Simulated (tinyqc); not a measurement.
The sixth-power law: interface roughness in a thin film (subband fluctuation and scattering).

Square well of width t, barriers V0, c = hbar^2/2m0: E1 solves k t + 2 atan[(k/mz)/(kappa/mb)] = pi, k = sqrt(mz E/c), kappa = sqrt(mb (V0 - E)/c). One interface is rough, so the subband edge fluctuates by G dt with G = |dE1/dt| (central difference of 0.01 angstrom; 2 E1/t for hard walls).

Gaussian roughness spectrum S(q) = pi D^2 Lc^2 exp(-q^2 Lc^2/4). Degenerate gas, taken to fill one subband (the second starts to fill once c kF^2/md exceeds E2 - E1, which is not tested here): kF = sqrt(2 pi Ns/gv), q = 2 kF sin(theta/2), 1/tau = (md/(2 pi c hbar)) G^2 times the integral from 0 to pi of S(q)(1 - cos theta)/eps(q)^2 dtheta, eps(q) = 1 + qs/q with screening (qs = gv md q0/(c eps), q0 = e^2/(4 pi eps0), form factors left out, which overstates the screening; other scattering is left out too, so these values lie far above measured mobilities in all but the thinnest films) or 1 without; mobility = tau c2/md with c2 = e/m0 = 1.75882e15 cm^2/(V s^2); 1e12/cm^2 = 1e-4/angstrom^2.

Constants: hbar^2/2m0 = 3.80998211 eV angstrom^2; hbar = 6.58211957e-16 eV s; e^2/(4 pi eps0) = 14.39964547 eV angstrom.

Parameters, chosen for this exercise (near those of a thin GaN channel; the results hold for these values, not for the real material): mz = 0.2 m0 (confinement mass); V0 = 1.83 eV (barrier); mb = 0.3 m0 (barrier mass); md = 0.194 m0 (mass in the plane); gv = 1 (valleys); D = 1.8 angstrom (rms height of the roughness); Lc = 30 angstrom (correlation length); Ns = 5.3 x 1e12/cm^2 (sheet density); eps = 9.4 (mean dielectric constant at the channel); ts = (25, 32, 39, 46, 58, 74, 97) angstrom (thicknesses).

Screened mobility against thickness for the finite barrier and for hard walls.

Results:
```
t (angstrom)  E1 (meV)  G (meV/angstrom)  mobility (cm^2/(V s))  the same, hard walls
25               173.6            10.544               6.37e+03              1.22e+03
32               118.1             5.916               2.02e+04              5.38e+03
39                85.5             3.644               5.34e+04              1.76e+04
46                64.7             2.401               1.23e+05              4.75e+04
58                43.3             1.314               4.11e+05              1.91e+05
74                28.0             0.684               1.51e+06              8.23e+05
97                17.1             0.326               6.68e+06              4.17e+06
```

With hard walls G goes as 1/t^3 and the mobility as t^6. With the finite barrier the local exponent is 4.68 at the thin end and 5.49 at the thick end, since the envelope leaks out and softens the dependence. The least value is 6.37e+03 cm^2/(V s). EF - E1 = 65 meV exceeds about 3 E1, the distance to the next subband of the ladder, from 97 angstrom on, where the one-subband formula no longer holds. The gate field, which also presses carriers to the interface, is left out.

tinyqc: `OMP_NUM_THREADS=1 python tinyqc.py 1251225 1251226 out.jsonl`; about 0.01 s, one thread, shared Intel(R) Xeon(R) Processor @ 2.30GHz.
